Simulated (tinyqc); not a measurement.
Band bending at a free surface with a continuum of surface states, surface photovoltage and Kelvin probe: two steps of the calculation.

n-type bulk, xi = Ec - EF = Vt ln(Nc/Nd), p0 = ni^2/Nd, ni = sqrt(Nc Nv) exp(-Eg/(2 Vt)), Eg in volts. b is the upward band bending, u = b/Vt. Space charge per area, in units of q: Qc = sign(b) sqrt((2 eps0 eps_r Vt/q) [(Nd + dn)(exp(-u) - 1) + Nd u + (p0 + dn)(exp(u) - 1)]), with dn the excess density under light (flat quasi-Fermi levels; 0 in the dark). The states hold -Ds (E0 - xi - b): negative while the Fermi level lies above the neutrality level. Neutrality: Qc + Qf + (charge of the states) = 0.

Inputs (values chosen for the exercise); band and dielectric values close to those of silicon: temperature T = 300 K; band gap Eg = 1.12 eV; relative permittivity eps_r = 11.6; conduction-band density of states at T Nc = 2.8e19 cm^-3; valence-band density of states at T Nv = 2.7e19 cm^-3; electron affinity chi = 4.1 eV; donor density Nd = 1.1e15 cm^-3; work function of the probe tip pt = 4.94 eV; depth of their neutrality level below the conduction edge E0 = 0.49 eV; excess carrier density under light dn = 2.1e9 cm^-3.

Constants: q = 1.602176634e-19 C, kB = 1.380649e-23 J/K, Vt = kB T/q, eps0 = 8.8541878128e-14 F/cm where lengths are in cm. Results are converted to the units shown.

Task 1. Work function and Kelvin-probe reading. Work function chi + xi + b; contact potential difference CPD = (work function of the sample) - pt. Depth of EF below Ec at the surface: xi + b. Depletion width Qc/Nd.

converged b = 0.22294749 V

Give: xi + b; Qc; Qc/Nd; work function; CPD.

Result 1.

xi + b = 0.4852 eV
Qc = 5.272e10 cm^-2
Qc/Nd = 479.3 nm
work function = 4.585 eV
CPD = -354.8 mV

The Fermi level lies 4.79 meV above the neutrality level.

Task 2. Surface photovoltage. Under chopped light the surface charge keeps its dark value, so b falls to bL with Qc(bL, dn) = Qc(b, 0); the photovoltage is b - bL. Qc rises with b, so bL follows by bisection.

converged b = 0.22294749 V

Find: bL; photovoltage; share of b removed; excess holes at the surface, dn exp(bL/Vt).

Result 2.

bL = 0.2227 V
photovoltage = 0.2717 mV
share of b removed = 0.1219 %
excess holes at the surface, dn exp(bL/Vt) = 1.156e13 cm^-3

Program tinyqc, `OMP_NUM_THREADS=1 python tinyqc.py 2430008 2430009 out.jsonl`; Intel Xeon 2.30GHz, shared host, one thread, about 0.01 s.
